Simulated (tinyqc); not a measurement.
Frequency dispersion of an accumulation capacitance by border traps, distributed model: effect of the insulator thickness.

Traps spread evenly through the insulator exchange electrons with the semiconductor by tunnelling, with tau(x) = t0 exp(2 ka x) at depth x from the interface. The admittance per area Y seen at depth x obeys dY/dx = -Y^2/(i w eps0 eox) + q Nb ln(1 + i w tau)/tau, with Y(0) = i w Cs and w = 2 pi f; the gate sees Y(tox) = G + i w C. Working variable y = Y/(i w), in uF/cm^2. Cox = eps0 eox/tox.

Cox; trap-free value 1/(1/Cox + 1/Cs); response depth d = ln(1/(w t0))/(2 ka), where w tau = 1; lumped estimate: all traps within d act as C_bt = q Nb d placed at d/2, so C = 1/{1/[1/(1/Cs + d/(2 eps0 eox)) + C_bt] + (tox - d/2)/(eps0 eox)}. C and G from a fine integration; dispersion -d C/d log10 f over C, from f times and over 1.1. For a broad spread of time constants G/w is close to -(pi/2) dC/d ln w.

Inputs (values chosen for the exercise); permittivity close to that of zirconium oxide:
```
symbol,value,unit,meaning
eox,22.8,,relative permittivity of the insulator
Cs,1.1,uF/cm^2,semiconductor capacitance in accumulation
Nb,8e18,cm^-3 eV^-1,density of border traps
ka,5.7,1/nm,decay constant of the wave function in the insulator
t0,5e-11,s,time constant of a trap at the interface
f,1000,Hz,frequency
```

Constants: q = 1.602176634e-19 C, eps0 = 8.8541878128e-14 F/cm where lengths are in cm. Results are converted to the units shown.

The same in every row: d (nm) = 1.313.

Effect of the insulator thickness:

| tox (nm) | C (uF/cm^2) | G/w (uF/cm^2) | dispersion (% a decade) | -(pi/2) dC/d ln w (uF/cm^2) | lumped C (uF/cm^2) | trap-free C (uF/cm^2) |
|---|---|---|---|---|---|---|
| 2 | 1.148 | 0.01644 | 2.103 | 0.01647 | 1.137 | 0.9919 |
| 2.8 | 1.098 | 0.01508 | 2.012 | 0.01508 | 1.088 | 0.9544 |
| 3.9 | 1.036 | 0.01342 | 1.899 | 0.01342 | 1.027 | 0.9072 |
| 5.4 | 0.9621 | 0.01157 | 1.763 | 0.01157 | 0.9544 | 0.8499 |
| 7.5 | 0.8746 | 0.009563 | 1.603 | 0.009562 | 0.8682 | 0.7809 |
| 10 | 0.7891 | 0.007786 | 1.446 | 0.007785 | 0.7839 | 0.7120 |
| 14 | 0.6824 | 0.005822 | 1.251 | 0.005822 | 0.6785 | 0.6240 |
| 20 | 0.5674 | 0.004024 | 1.040 | 0.004024 | 0.5647 | 0.5264 |

Read the table: what changes, and by how much?

As tox goes from 2 to 20, C falls from 1.15 to 0.567 uF/cm^2, the dispersion falls from 2.10 to 1.04 % a decade and G/w falls from 0.0164 to 0.00402 uF/cm^2. The lumped estimate is 0.95 % below C in the first row and 0.48 % below it in the last.

Program tinyqc, `OMP_NUM_THREADS=1 python tinyqc.py 2202140 2202141 out.jsonl`; Intel Xeon 2.30GHz, shared host, one thread, about 0.4 s.
